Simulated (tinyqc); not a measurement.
# Worked calculation: long-channel MOSFET, surface-potential model

tinyqc, about 0.03 s, one thread, Intel Xeon 2.30GHz (shared host): `OMP_NUM_THREADS=1 python tinyqc.py 2360082 2360083 out.jsonl` Printed values are rounded.

n-channel transistor on a uniformly doped p-type body, gradual-channel approximation, constant mobility, Boltzmann statistics, full ionisation. Potentials are counted from the neutral body; V is the electron quasi-Fermi potential, Vsb at the source and Vsb + Vds at the drain. Charges are magnitudes per area.

Inputs (values chosen for the exercise); material values close to those of silicon: temperature T = 300 K; band gap Eg = 1.14 eV; relative permittivity of the semiconductor eps_r = 11.5; conduction-band density of states at T Nc = 2.84e19 cm^-3; valence-band density of states at T Nv = 2.63e19 cm^-3; acceptor density of the body Na = 5e15 cm^-3; relative permittivity of the gate insulator eox = 4.04; insulator thickness tox = 5.9 nm; flat-band voltage Vfb = -0.56 V; channel mobility mu = 240 cm^2/(V s); gate width W = 5 um; gate length L = 5 um; source-body reverse bias Vsb = 0 V; gate-source voltage Vgs = 0.39 V; drain-source voltage Vds = 1.2 V.

Constants: q = 1.602176634e-19 C, kB = 1.380649e-23 J/K, Vt = kB T/q, eps0 = 8.8541878128e-14 F/cm where lengths are in cm. Results are converted to the units shown.

## Body potential, insulator capacitance and body factor

ni = sqrt(Nc Nv) exp(-Eg/(2 Vt)), Eg in volts; phiF = Vt ln(Na/ni); Cox = eps0 eox/tox; gamma = sqrt(2 q eps0 eps_r Na)/Cox. VT = Vfb + 2 phiF + gamma sqrt(2 phiF + Vsb), m = 1 + gamma/(2 sqrt(2 phiF + Vsb)).

ni = 7.262038e9 cm^-3
phiF = 0.3475100 V
Cox = 0.6062868 uF/cm^2
gamma = 0.06661935 V^0.5
VT = 0.1905592 V
m = 1.039955

## Iteration 1: surface potential at the source by Newton steps

psi at the start (the smaller of 2 phiF + Vsb + 4 Vt and the root without inversion charge) = 0.7984280 V

With V = Vsb: G = psi - Vt + Vt e, e = exp((psi - 2 phiF - Vsb)/Vt); f = Vgs + Vsb - Vfb - psi - gamma sqrt(G); f' = -1 - gamma (1 + e)/(2 sqrt(G)); psi(new) = psi - f/f'.

G = 2.184044 V
f = 0.05311851 V
f' = -2.253139
psi after iteration 1 = 0.8220033 V

## Iteration 2: surface potential at the source by Newton steps

As before.

G = 4.309485 V
f = -0.01030045 V
f' = -3.196681
psi after iteration 2 = 0.8187811 V

## Course of the iteration: surface potential at the source by Newton steps

Stop when psi changes by less than 1e-10 V, or after 40 iterations.

Course of the iteration:
```
iteration    psi (V)  |change| (V)
1          0.8220033        0.0236
2          0.8187811       3.22e-3
3          0.8186983       8.28e-5
4          0.8186983       5.25e-8
5          0.8186983      2.12e-14
```

Converged in 5 iterations. At the end the number of correct digits about doubles with each step.

## Charges and current of the charge-sheet model

psi_0 = 0.8186983 V
psi_L = 0.8881377 V

psi_0 and psi_L solve Vgs + Vsb - Vfb - psi = gamma sqrt(G) at V = Vsb and Vsb + Vds. Qi = Cox gamma [sqrt(G) - sqrt(psi - Vt)], G = psi - Vt + Vt exp((psi - 2 phiF - V)/Vt), at both ends. With U = Vgs + Vsb - Vfb: drift = mu (W/L) Cox [U (psi_L - psi_0) - (psi_L^2 - psi_0^2)/2 - (2/3) gamma ((psi_L - Vt)^1.5 - (psi_0 - Vt)^1.5)]; diffusion = mu (W/L) Vt (Qi0 - QiL).

Qi0 = 43.64208 nC/cm^2
QiL = 6.839717e-18 nC/cm^2
drift current = 0.3635678 uA
diffusion current = 0.2707764 uA
drain current = 0.6343442 uA

Drift carries 57.3 % of the current. The drain end is pinched off: its charge is under 1 % of that at the source.

## Inversion charge along the channel

V, point 0 to 8 (V): 0  0.15  0.3  0.45  0.6  0.75  0.9  1.05  1.2

The surface potential psi at channel potential V solves Vgs + Vsb - Vfb - psi = gamma sqrt(G), G = psi - Vt + Vt exp((psi - 2 phiF - V)/Vt). Charge sheet: Qi = Cox gamma [sqrt(G) - sqrt(psi - Vt)]. Pao-Sah: Qi = (Cox gamma/2) integral from 3 Vt to psi of exp((u - 2 phiF - V)/Vt)/sqrt(G(u, V)) du.

```
point    psi (V)  Qi, charge sheet (nC/cm^2)  Qi, Pao-Sah (nC/cm^2)
0      0.8186983                    43.64208               44.23203
1      0.8841866                    2.481517               2.520099
2      0.8881234                 0.008996706            0.009138140
3      0.8881377                 2.719460e-5            2.762213e-5
4      0.8881377                 8.214753e-8            8.343899e-8
5      0.8881377                2.481449e-10           2.520461e-10
6      0.8881377                7.495771e-13           7.613614e-13
7      0.8881377                2.264265e-15           2.299862e-15
8      0.8881377                6.839717e-18           6.947246e-18
```

At the source the charge-sheet charge is 1.3 % below the Pao-Sah one.

## Pao-Sah current by Simpson's rule

I = mu (W/L) integral of Qi dV; Simpson's rule on the 9 points, step Vds/8, weights 1, 4, 2, ..., 4, 1 times step/3.

Pao-Sah current = 0.6519698 uA

Gauss-Legendre quadrature on many points gives 0.6985 uA, so this value is 6.7 % below it; the charge-sheet current, 0.6343 uA, is 9.2 % below it.
